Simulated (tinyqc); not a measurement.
## Film and buried-oxide thickness from two coupling ratios

Question. In a depleted film -dVT/dVb is k1 = Cs Cbox/(Cox (Cs + Cbox)) for a front channel and k2 = Cbox (Cox + Cs)/(Cox Cs) for a back channel, with Cox = eps0 eox/tox, Cs = eps0 eps_r/ts, Cbox = 3.9 eps0/tb. Find ts and tb.

Inputs (values chosen for the exercise); band and dielectric values close to those of silicon:
- eps_r = 11.9 (relative permittivity)
- eox = 25.6 (relative permittivity of the gate insulator (close to zirconium oxide))
- tox = 3.3 nm (insulator thickness)

coupling ratios for a front and a back channel: [0.017789292, 0.19846827]

Answer. With y = Cox/Cs and z = Cox/Cbox, 1/k1 = y + z and k2 = (1 + y)/z, so y = (k2/k1 - 1)/(1 + k2); the thicknesses follow from y and z.

ts = 13.0 nm
tb = 24.0 nm

Program tinyqc, `OMP_NUM_THREADS=1 python tinyqc.py 2190084 2190085 out.jsonl`; Intel Xeon 2.30GHz, shared host, one thread, about 0.4 s.
